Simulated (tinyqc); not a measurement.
ROHF in the 6-31g basis, for H2-, spin multiplicity 2, step by step. The basis has no diffuse functions, so it cannot describe the extra electron: this is an exercise in the method, not the real anion. Computed by tinyqc, a small Python program that keeps every step (integrals from PySCF). Settings: charge = -1, multiplicity = 2, basis = 6-31g, energy threshold = 1e-08, iteration cap = 51, orthogonalisation = symmetric, start = core, DIIS depth = 0, method = ROHF. Command: `OMP_NUM_THREADS=1 python tinyqc.py 22850 22851 out.jsonl` (the two numbers bound the seeds that draw the settings). One thread of a shared host (Intel(R) Xeon(R) Processor @ 2.60GHz), about 0.04 s of CPU time with the checks. Later iterations appear only in the table of the cycle.

## One-electron integrals

Geometry (angstrom):
```
atom         x         y         z
H     0.000000  0.000000  0.000000
H     0.000000  0.000000  1.060000
```

Basis 6-31g: exponents (1/bohr^2) and contraction coefficients of normalised primitives:
```
element  l (shell)   exponent  coefficient
H            s (1)  18.731137     0.033495
H            s (1)   2.825394     0.234727
H            s (1)   0.640122     0.813757
H            s (2)   0.161278     1.000000
```

Overlap, kinetic and nuclear-attraction integrals over the contracted functions; the nuclear repulsion is the sum of Za Zb / Rab.

nuclear repulsion = 0.49922378 hartree

overlap S, order 1H 1s, 1H 2s, 2H 1s, 2H 2s:
```
[[1.000000, 0.658292, 0.216681, 0.388536],
 [0.658292, 1.000000, 0.388536, 0.723569],
 [0.216681, 0.388536, 1.000000, 0.658292],
 [0.388536, 0.723569, 0.658292, 1.000000]]
```

kinetic energy T (hartree), order 1H 1s, 1H 2s, 2H 1s, 2H 2s:
```
[[1.395678, 0.259735, 0.001928, 0.099124],
 [0.259735, 0.241917, 0.099124, 0.137285],
 [0.001928, 0.099124, 1.395678, 0.259735],
 [0.099124, 0.137285, 0.259735, 0.241917]]
```

nuclear attraction V (hartree), order 1H 1s, 1H 2s, 2H 1s, 2H 2s:
```
[[-2.152008, -1.067675, -0.409750, -0.648246],
 [-1.067675, -1.086337, -0.648246, -0.836383],
 [-0.409750, -0.648246, -2.152008, -1.067675],
 [-0.648246, -0.836383, -1.067675, -1.086337]]
```

core Hamiltonian H = T + V (hartree), order 1H 1s, 1H 2s, 2H 1s, 2H 2s:
```
[[-0.756330, -0.807940, -0.407822, -0.549122],
 [-0.807940, -0.844420, -0.549122, -0.699098],
 [-0.407822, -0.549122, -0.756330, -0.807940],
 [-0.549122, -0.699098, -0.807940, -0.844420]]
```

## Two-electron integrals

Functions are numbered as in S; the eight-fold symmetry (ij|kl) = (ji|kl) = (kl|ij) leaves the list below.

Two-electron integrals (ij|kl) in chemists' order, unique and non-zero (hartree):
```
(11|11) 1.076566   (21|11) 0.578470   (21|21) 0.329423   (22|11) 0.587396
(22|21) 0.361304   (22|22) 0.453150   (31|11) 0.171451   (31|21) 0.100508
(31|22) 0.114776   (31|31) 0.043453   (32|11) 0.217792   (32|21) 0.136369
(32|22) 0.175284   (32|31) 0.064733   (32|32) 0.113663   (33|11) 0.492860
(33|21) 0.317370   (33|22) 0.428914   (33|31) 0.171451   (33|32) 0.331247
(33|33) 1.076566   (41|11) 0.331247   (41|21) 0.189955   (41|22) 0.210650
(41|31) 0.064733   (41|32) 0.090500   (41|33) 0.217792   (41|41) 0.113663
(42|11) 0.389346   (42|21) 0.242062   (42|22) 0.311030   (42|31) 0.090206
(42|32) 0.149173   (42|33) 0.389346   (42|41) 0.149173   (42|42) 0.237248
(43|11) 0.317370   (43|21) 0.202871   (43|22) 0.273146   (43|31) 0.100508
(43|32) 0.189955   (43|33) 0.578470   (43|41) 0.136369   (43|42) 0.242062
(43|43) 0.329423   (44|11) 0.428914   (44|21) 0.273146   (44|22) 0.371788
(44|31) 0.114776   (44|32) 0.210650   (44|33) 0.587396   (44|41) 0.175284
(44|42) 0.311030   (44|43) 0.361304   (44|44) 0.453150
```

## Orthogonalisation

S = U s U^T; symmetric (Loewdin) form X = U s^(-1/2) U^T, so that X^T S X = 1.

eigenvalues of S: [0.159737, 0.393054, 0.900013, 2.547196]

X, order 1H 1s, 1H 2s, 2H 1s, 2H 2s:
```
[[1.253546, -0.499142, -0.028791, 0.028499],
 [-0.499142, 1.635334, 0.028499, -0.638471],
 [-0.028791, 0.028499, 1.253546, -0.499142],
 [0.028499, -0.638471, -0.499142, 1.635334]]
```

## Starting guess

The start is the orbitals of the core Hamiltonian; D(s) = C_occ C_occ^T for each spin.

D(alpha) at the start, order 1H 1s, 1H 2s, 2H 1s, 2H 2s:
```
[[0.301126, 0.433430, -0.013745, -0.235278],
 [0.433430, 0.778399, -0.235278, -0.641771],
 [-0.013745, -0.235278, 0.301126, 0.433430],
 [-0.235278, -0.641771, 0.433430, 0.778399]]
```

D(beta) at the start, order 1H 1s, 1H 2s, 2H 1s, 2H 2s:
```
[[0.143690, 0.099076, 0.143690, 0.099076],
 [0.099076, 0.068314, 0.099076, 0.068314],
 [0.143690, 0.099076, 0.143690, 0.099076],
 [0.099076, 0.068314, 0.099076, 0.068314]]
```

## Iteration 1: building the Fock matrix

J_ij = sum D_kl (ij|kl) with D = D(alpha) + D(beta), K_ij = sum D_kl (ik|jl) for each spin; F = H + J - K(s); E = tr D H + tr D J / 2 - 0.5 sum_s tr D(s) K(s) + E_nn.

Coulomb J (hartree), order 1H 1s, 1H 2s, 2H 1s, 2H 2s:
```
[[1.961161, 1.162186, 0.433544, 0.708657],
 [1.162186, 1.394228, 0.708657, 1.058749],
 [0.433544, 0.708657, 1.961161, 1.162186],
 [0.708657, 1.058749, 1.162186, 1.394228]]
```

exchange K(alpha) (hartree), order 1H 1s, 1H 2s, 2H 1s, 2H 2s:
```
[[0.788039, 0.576442, 0.216028, 0.341919],
 [0.576442, 0.513988, 0.341919, 0.397431],
 [0.216028, 0.341919, 0.788039, 0.576442],
 [0.341919, 0.397431, 0.576442, 0.513988]]
```

exchange K(beta) (hartree), order 1H 1s, 1H 2s, 2H 1s, 2H 2s:
```
[[0.479435, 0.394974, 0.303794, 0.339375],
 [0.394974, 0.376366, 0.339375, 0.354234],
 [0.303794, 0.339375, 0.479435, 0.394974],
 [0.339375, 0.354234, 0.394974, 0.376366]]
```

F(alpha) (hartree), order 1H 1s, 1H 2s, 2H 1s, 2H 2s:
```
[[0.416791, -0.222196, -0.190306, -0.182385],
 [-0.222196, 0.035820, -0.182385, -0.037780],
 [-0.190306, -0.182385, 0.416791, -0.222196],
 [-0.182385, -0.037780, -0.222196, 0.035820]]
```

F(beta) (hartree), order 1H 1s, 1H 2s, 2H 1s, 2H 2s:
```
[[0.725396, -0.040728, -0.278072, -0.179840],
 [-0.040728, 0.173442, -0.179840, 0.005417],
 [-0.278072, -0.179840, 0.725396, -0.040728],
 [-0.179840, 0.005417, -0.040728, 0.173442]]
```

total energy of this density = -0.80891190 hartree

## Iteration 1: Roothaan effective Fock matrix

With projectors Pc = D(beta) S, Po = (D(alpha) - D(beta)) S, Pv = 1 - D(alpha) S, the block xy is Px^T F Py; with Fc = (F(alpha) + F(beta))/2, the blocks are Fc for cc, oo, vv and cv, F(beta) for co and F(alpha) for ov.

effective F (hartree), order 1H 1s, 1H 2s, 2H 1s, 2H 2s:
```
[[0.549594, -0.133192, -0.212689, -0.179383],
 [-0.133192, 0.111027, -0.179383, -0.022577],
 [-0.212689, -0.179383, 0.549594, -0.133192],
 [-0.179383, -0.022577, -0.133192, 0.111027]]
```

## Iteration 1: diagonalisation and new density

Diagonalise F' = X^T F X, C = X C', fill 2 alpha and 1 beta electrons from the bottom; D(s) = C_occ C_occ^T. Each column has its largest component positive (the first on a tie).

F' = X^T F X (hartree):
```
[[1.056743, -0.607540, -0.171436, -0.079021],
 [-0.607540, 0.623982, -0.079021, -0.168161],
 [-0.171436, -0.079021, 1.056743, -0.607540],
 [-0.079021, -0.168161, -0.607540, 0.623982]]
```

orbital energies (hartree): [-0.048797, 0.438441, 1.389925, 1.581881]

coefficients C, order 1H 1s, 1H 2s, 2H 1s, 2H 2s:
```
[[0.244738, 0.194244, 0.894912, -0.961076],
 [0.370884, 1.128697, -0.685614, 1.204301],
 [0.244738, -0.194244, 0.894912, 0.961076],
 [0.370884, -1.128697, -0.685614, -1.204301]]
```

D(alpha) after iteration 1, order 1H 1s, 1H 2s, 2H 1s, 2H 2s:
```
[[0.097627, 0.310012, 0.022166, -0.128473],
 [0.310012, 1.411511, -0.128473, -1.136402],
 [0.022166, -0.128473, 0.097627, 0.310012],
 [-0.128473, -1.136402, 0.310012, 1.411511]]
```

D(beta) after iteration 1, order 1H 1s, 1H 2s, 2H 1s, 2H 2s:
```
[[0.059897, 0.090769, 0.059897, 0.090769],
 [0.090769, 0.137555, 0.090769, 0.137555],
 [0.059897, 0.090769, 0.059897, 0.090769],
 [0.090769, 0.137555, 0.090769, 0.137555]]
```

## Iteration 2: building the Fock matrix

As before.

Coulomb J (hartree), order 1H 1s, 1H 2s, 2H 1s, 2H 2s:
```
[[1.748569, 1.058911, 0.387897, 0.643121],
 [1.058911, 1.314920, 0.643121, 0.992689],
 [0.387897, 0.643121, 1.748569, 1.058911],
 [0.643121, 0.992689, 1.058911, 1.314920]]
```

exchange K(alpha) (hartree), order 1H 1s, 1H 2s, 2H 1s, 2H 2s:
```
[[0.598500, 0.509486, 0.196125, 0.309874],
 [0.509486, 0.526170, 0.309874, 0.401707],
 [0.196125, 0.309874, 0.598500, 0.509486],
 [0.309874, 0.401707, 0.509486, 0.526170]]
```

exchange K(beta) (hartree), order 1H 1s, 1H 2s, 2H 1s, 2H 2s:
```
[[0.395978, 0.365083, 0.257684, 0.315478],
 [0.365083, 0.391846, 0.315478, 0.368522],
 [0.257684, 0.315478, 0.395978, 0.365083],
 [0.315478, 0.368522, 0.365083, 0.391846]]
```

F(alpha) (hartree), order 1H 1s, 1H 2s, 2H 1s, 2H 2s:
```
[[0.393738, -0.258515, -0.216049, -0.215875],
 [-0.258515, -0.055669, -0.215875, -0.108116],
 [-0.216049, -0.215875, 0.393738, -0.258515],
 [-0.215875, -0.108116, -0.258515, -0.055669]]
```

F(beta) (hartree), order 1H 1s, 1H 2s, 2H 1s, 2H 2s:
```
[[0.596261, -0.114112, -0.277608, -0.221479],
 [-0.114112, 0.078654, -0.221479, -0.074931],
 [-0.277608, -0.221479, 0.596261, -0.114112],
 [-0.221479, -0.074931, -0.114112, 0.078654]]
```

total energy of this density = -0.93756636 hartree

## Iteration 2: Roothaan effective Fock matrix

As before.

effective F (hartree), order 1H 1s, 1H 2s, 2H 1s, 2H 2s:
```
[[0.479580, -0.191139, -0.231409, -0.213851],
 [-0.191139, 0.013610, -0.213851, -0.093641],
 [-0.231409, -0.213851, 0.479580, -0.191139],
 [-0.213851, -0.093641, -0.191139, 0.013610]]
```

## Iteration 2: diagonalisation and new density

As before.

F' = X^T F X (hartree):
```
[[0.994847, -0.613431, -0.173420, -0.076239],
 [-0.613431, 0.526706, -0.076239, -0.171248],
 [-0.173420, -0.076239, 0.994847, -0.613431],
 [-0.076239, -0.171248, -0.613431, 0.526706]]
```

orbital energies (hartree): [-0.139518, 0.346703, 1.316402, 1.519517]

coefficients C, order 1H 1s, 1H 2s, 2H 1s, 2H 2s:
```
[[0.234591, 0.183959, 0.897626, -0.963097],
 [0.378622, 1.141505, -0.681371, 1.192167],
 [0.234591, -0.183959, 0.897626, 0.963097],
 [0.378622, -1.141505, -0.681371, -1.192167]]
```

D(alpha) after iteration 2, order 1H 1s, 1H 2s, 2H 1s, 2H 2s:
```
[[0.088874, 0.298812, 0.021192, -0.121169],
 [0.298812, 1.446389, -0.121169, -1.159680],
 [0.021192, -0.121169, 0.088874, 0.298812],
 [-0.121169, -1.159680, 0.298812, 1.446389]]
```

D(beta) after iteration 2, order 1H 1s, 1H 2s, 2H 1s, 2H 2s:
```
[[0.055033, 0.088821, 0.055033, 0.088821],
 [0.088821, 0.143354, 0.088821, 0.143354],
 [0.055033, 0.088821, 0.055033, 0.088821],
 [0.088821, 0.143354, 0.088821, 0.143354]]
```

## Iteration 6 (converged): orbitals

converged F (hartree), order 1H 1s, 1H 2s, 2H 1s, 2H 2s:
```
[[0.475424, -0.194034, -0.231520, -0.215582],
 [-0.194034, 0.007566, -0.215582, -0.098270],
 [-0.231520, -0.215582, 0.475424, -0.194034],
 [-0.215582, -0.098270, -0.194034, 0.007566]]
```

As before.

F' = X^T F X (hartree):
```
[[0.990395, -0.612675, -0.172402, -0.076199],
 [-0.612675, 0.520275, -0.076199, -0.172028],
 [-0.172402, -0.076199, 0.990395, -0.612675],
 [-0.076199, -0.172028, -0.612675, 0.520275]]
```

orbital energies (hartree): [-0.144693, 0.341762, 1.310933, 1.513338]

coefficients C, order 1H 1s, 1H 2s, 2H 1s, 2H 2s:
```
[[0.233330, 0.183655, 0.897954, -0.963155],
 [0.379578, 1.141882, -0.680838, 1.191806],
 [0.233330, -0.183655, 0.897954, 0.963155],
 [0.379578, -1.141882, -0.680838, -1.191806]]
```

D(alpha) after iteration 6, order 1H 1s, 1H 2s, 2H 1s, 2H 2s:
```
[[0.088172, 0.298279, 0.020714, -0.121145],
 [0.298279, 1.447974, -0.121145, -1.159815],
 [0.020714, -0.121145, 0.088172, 0.298279],
 [-0.121145, -1.159815, 0.298279, 1.447974]]
```

D(beta) after iteration 6, order 1H 1s, 1H 2s, 2H 1s, 2H 2s:
```
[[0.054443, 0.088567, 0.054443, 0.088567],
 [0.088567, 0.144080, 0.088567, 0.144080],
 [0.054443, 0.088567, 0.054443, 0.088567],
 [0.088567, 0.144080, 0.088567, 0.144080]]
```

## Convergence

Stop when the energy changes by less than 1e-08 hartree and every element of the error matrix X^T (F D S - S D F) X is below 3e-05.

Course of the cycle:
```
iteration  E (hartree)     change  largest element of the error matrix
1          -0.80891190          -                             3.38e-01
2          -0.93756636  -1.29e-01                             2.27e-02
3          -0.93811858  -5.52e-04                             2.01e-03
4          -0.93812357  -4.99e-06                             2.83e-04
5          -0.93812367  -1.02e-07                             6.20e-05
6          -0.93812367  -4.67e-09                             1.45e-05
```

PySCF ROHF in the same basis = -0.93812367 hartree

Converged in 6 iterations.

## Populations, bond orders and dipole

Mulliken: Z minus the diagonal of D S on the atom; Loewdin: the same with S^(1/2) D S^(1/2); Mayer order: 2 sum_s sum (D(s) S)_ij (D(s) S)_ji over the two atoms.

Charges (e):
```
atom   Mulliken    Loewdin  Mulliken spin
1H    -0.500000  -0.500000       0.500000
2H    -0.500000  -0.500000       0.500000
```

Mayer bond orders:
```
pair     order
2-1   0.376275
```

dipole moment about the origin, x y z (debye): [0.000000, 0.000000, -2.545698]
